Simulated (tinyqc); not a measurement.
# Hot electrons in a saturated n-channel MOSFET, lucky-electron model, step by step

Program tinyqc, `OMP_NUM_THREADS=1 python tinyqc.py 2550045 2550046 out.jsonl`; Intel Xeon 2.30GHz, shared host, one thread, about 0.01 s. Printed values are rounded.

Beyond pinch-off the lateral field grows as Esat cosh(y/l) over the velocity-saturated region (pseudo-two-dimensional model). Impact ionisation in this region gives the substrate current, which biases the body forward through Rsub. Currents are per width. Local-field laws: they overstate ionisation when the field peak is narrower than an energy relaxation length.

Inputs (values chosen for the exercise); values close to those of silicon n-channel devices:
```
symbol  value        unit                                   meaning
L         0.5          um                            channel length
tox        10          nm                           oxide thickness
xj        200          nm                            junction depth
VT       0.53           V                                 threshold
mu        420  cm^2/(V s)                        effective mobility
vs      7.4e6        cm/s                       saturation velocity
Ai        2e6        1/cm                      ionisation prefactor
Bi       1.72       MV/cm                          ionisation field
Rd          0      ohm um     resistance of the lightly doped drain
Rsub    12000      ohm um                      substrate resistance
kb       0.31              fall of VT per volt of forward body bias
lm        7.3          nm               hot-electron mean free path
pb        3.2           V                             oxide barrier
Cg      0.001                         prefactor of the gate current
m         3.1                                     lifetime exponent
Hl       6600     s uA/um                         lifetime constant
Vd        3.5           V                             drain voltage
Vg        1.6           V                              gate voltage
```

Constants: eps0 = 8.8541878128e-14 F/cm where lengths are in cm. Results are converted to the units shown.

## Length and field scales

Cox = 3.9 eps0/tox, l = sqrt(3 tox xj), Esat = 2 vs/mu.

Cox = 0.3453133 uF/cm^2
l = 77.45967 nm
Esat = 0.03523810 MV/cm
Esat L = 1.761905 V

## Iteration 1: body bias from the substrate current

Vb at the start = 0 V

Cox = 3.9 eps0/tox. Overdrive g = Vg - VT + kb Vb; Vdsat = g Esat L/(g + Esat L); Id = Cox vs (g - Vdsat); dV = Vd - Id Rd - Vdsat; Em = sqrt((dV/l)^2 + Esat^2); Isub = Id (Ai/Bi) l Em exp(-Bi/Em). Vb(new) = Rsub Isub.

Vdsat = 0.6657138 V
Id = 103.3080 uA/um
dV = 2.834286 V
Em = 0.3675976 MV/cm
Isub = 3.176928 uA/um
Vb after iteration 1 = 0.03812314 V

## Iteration 2: body bias from the substrate current

As before.

Vdsat = 0.6702694 V
Id = 105.1638 uA/um
dV = 2.829731 V
Em = 0.3670122 MV/cm
Isub = 3.204839 uA/um
Vb after iteration 2 = 0.03845807 V

## Course of the iteration: body bias from the substrate current

Stop when Vb changes by less than 1e-9 V, or after 60 iterations.

Course of the iteration:
```
iteration      Vb (V)  |change| (V)
1          0.03812314        0.0381
2          0.03845807       3.35e-4
3          0.03846100       2.93e-6
4          0.03846102       2.56e-8
5          0.03846102      2.23e-10
```

Converged in 5 iterations. At the end each change is about 0.0087 times the one before: linear convergence.

## Gate current, lifetime and channel shortening

Id = 105.1803 uA/um
dV = 2.829690 V
Em = 0.3670071 MV/cm
Isub = 3.205085 uA/um

Ig = Cg Id exp(-pb/(lm Em)); lifetime tau = (Hl/Id)(Isub/Id)^(-m); length of the saturated region dL = l ln[(dV/l + Em)/Esat]. 1 year = 3.15576e7 s.

Isub/Id = 0.03047229
Ig = 0.6834180 pA/um
tau = 0.09963216 years
dL = 235.0194 nm

The lifetime misses ten years. Integrating Ai exp(-Bi/E) over the cosh profile gives Isub/Id = 0.0259, so the closed form is 18 % above it.
